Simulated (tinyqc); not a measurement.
# From shift of the observed line back to q/omega_0^2

Model: Raman shift of the zone-centre optical phonon of a diamond-structure crystal under stress. Computed by tinyqc, a small Python program. Command: `OMP_NUM_THREADS=1 python tinyqc.py 3000915 3000916 out.jsonl ramanstress inv`. One thread of a shared host (Intel(R) Xeon(R) Processor @ 2.30GHz), about 0.02 s of CPU time with the checks.

Axes x, y, z are the cube axes. Strain shifts the threefold optical mode and can split it; p, q and r are the phonon deformation potentials.

Inputs (values chosen for the exercise, modelled on diamond):
```
quantity                         value    unit
unstrained frequency omega_0      1333    1/cm
p/omega_0^2                      -2.76       -
r/omega_0^2                      -1.88       -
C11                               1088     GPa
C12                              123.4     GPa
C44                              585.1     GPa
stress sigma (tension positive)  -0.13     GPa
polarisation angle phi              10  degree
```

Stress state: hydrostatic. Axis: none.

Method:
- S11 = (C11 + C12)/D, S12 = -C12/D, D = (C11 - C12)(C11 + 2 C12), S44 = 1/C44.
- Hydrostatic stress: sigma_ij = sigma delta_ij.
- eps_xx = S11 sigma_xx + S12 (sigma_yy + sigma_zz), and cyclic; eps_xy = S44 sigma_xy/2 (tensor strain).
- Secular matrix: M_xx = p eps_xx + q (eps_yy + eps_zz), M_xy = 2 r eps_xy; its eigenvalues are omega^2 - omega_0^2, and the shifts are these over 2 omega_0.
- Backscattering from a (001) surface: incident polarisation (cos phi, sin phi, 0). With Raman tensors (R_z)_xy = (R_z)_yx = 1 and cyclic, only the z component u_z of a mode counts: I = u_z^2 sin^2(2 phi) for parallel and u_z^2 cos^2(2 phi) for crossed polarisers. An unresolved line sits at the intensity-weighted shift, which is M_zz/(2 omega_0).

Problem. A run gave the result below. Find the q/omega_0^2, known to lie between -2.3 and -0.98.

shift of the observed line = 0.4147899 1/cm

Solution.

Each step takes the trial c = (a f_b - b f_a)/(f_b - f_a), f being the result less the target; c replaces end b, the old b replaces a if the sign of f changed, and otherwise f_a is halved.

Scan of the range:
```
q/omega_0^2  shift of the observed line (1/cm)
-2.30                                 0.477755
-2.08                                 0.449193
-1.86                                 0.420632
-1.64                                 0.392071
-1.42                                 0.363509
-1.20                                 0.334948
-0.98                                 0.306386
```

False position (Illinois rule) inside the bracket:
```
step  end a  end b     trial  shift of the observed line (1/cm)
1     -1.86  -1.64  -1.81500                           0.414790
```

Shift of the observed line falls at every point of a 13-point scan of the range (every second point is shown), so one value fits; it is bracketed by -1.86 and -1.64. The scan shows a straight line, so linear interpolation between any two rows gives the answer at once. Answer: q/omega_0^2 = -1.815.

Caution: this stress has components normal to the (001) face, so it cannot reach a free (001) surface; it can act on buried material.
